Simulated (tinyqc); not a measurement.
Born-Mayer model of an ionic crystal AB: one step, computed by the program tinyqc.

Energies are per ion pair and r is the nearest distance of unlike ions.

Task: Bulk modulus. Madelung constant M, unlike neighbours z1, like neighbours z2 at f r, volume per pair: rock salt 1.747565, 6, 12, sqrt2, 2 r^3; caesium chloride 1.762675, 8, 6, 2/sqrt3, 8 r^3/(3 sqrt3); zinc blende 1.638055, 4, 12, sqrt(8/3), 16 r^3/(3 sqrt3). U(r) = -M z^2 e^2/(4 pi eps_0 r) + z1 lambda exp(-r/rho). B = U''(r0)/(9 c r0), with the volume written as c r^3.

Inputs (values chosen for the exercise, for a model salt): ionic charge z = 1; unlike repulsion lambda = 1370 eV; range rho = 0.347 angstrom.

Structure: caesium chloride. Short range: nearest neighbours only.

equilibrium distance r0 = 3.301828 angstrom

Constants: e^2/(4 pi eps_0) = 14.39964548 eV angstrom; 1 eV/angstrom^3 = 160.2176634 GPa.

Give: U''(r0); bulk modulus B.

Result:

U''(r0) = 5.299 eV/angstrom^2

bulk modulus B = 18.56 GPa
